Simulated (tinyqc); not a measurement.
Hot electrons in a saturated n-channel MOSFET, lucky-electron model: two steps of the calculation.

Beyond pinch-off the lateral field grows as Esat cosh(y/l) over the velocity-saturated region (pseudo-two-dimensional model). Impact ionisation in this region gives the substrate current, which biases the body forward through Rsub. Currents are per width. Local-field laws: they overstate ionisation when the field peak is narrower than an energy relaxation length.

Values chosen for this exercise; values close to those of silicon n-channel devices: channel length L = 0.35 um; oxide thickness tox = 8.5 nm; junction depth xj = 95 nm; threshold VT = 0.67 V; effective mobility mu = 290 cm^2/(V s); saturation velocity vs = 7.8e6 cm/s; ionisation prefactor Ai = 2e6 1/cm; ionisation field Bi = 1.75 MV/cm; resistance of the lightly doped drain Rd = 0 ohm um; substrate resistance Rsub = 2400 ohm um; fall of VT per volt of forward body bias kb = 0.48; drain voltage Vd = 2.7 V; gate voltage Vg = 1.6 V.

Constants: eps0 = 8.8541878128e-14 F/cm where lengths are in cm. Results are converted to the units shown.

Question 1. Length and field scales. Cox = 3.9 eps0/tox, l = sqrt(3 tox xj), Esat = 2 vs/mu.

Wanted: Cox; l; Esat; Esat L.

Answer 1.

Cox = 0.40625 uF/cm^2
l = 49.219 nm
Esat = 0.053793 MV/cm
Esat L = 1.8828 V

Question 2. Body bias from the substrate current. Cox = 3.9 eps0/tox. Overdrive g = Vg - VT + kb Vb; Vdsat = g Esat L/(g + Esat L); Id = Cox vs (g - Vdsat); dV = Vd - Id Rd - Vdsat; Em = sqrt((dV/l)^2 + Esat^2); Isub = Id (Ai/Bi) l Em exp(-Bi/Em). Vb(new) = Rsub Isub.

Vb at the start = 0 V
l = 49.218899 nm
Esat = 0.053793103 MV/cm

Wanted: Vdsat; Id; dV; Em; Isub; Vb after iteration 1.

Answer 2.

Vdsat = 0.62251 V
Id = 97.437 uA/um
dV = 2.0775 V
Em = 0.42551 MV/cm
Isub = 3.8160 uA/um
Vb after iteration 1 = 0.0091584 V

tinyqc, about 0.01 s, one thread, Intel Xeon 2.30GHz (shared host): `OMP_NUM_THREADS=1 python tinyqc.py 2550118 2550119 out.jsonl`
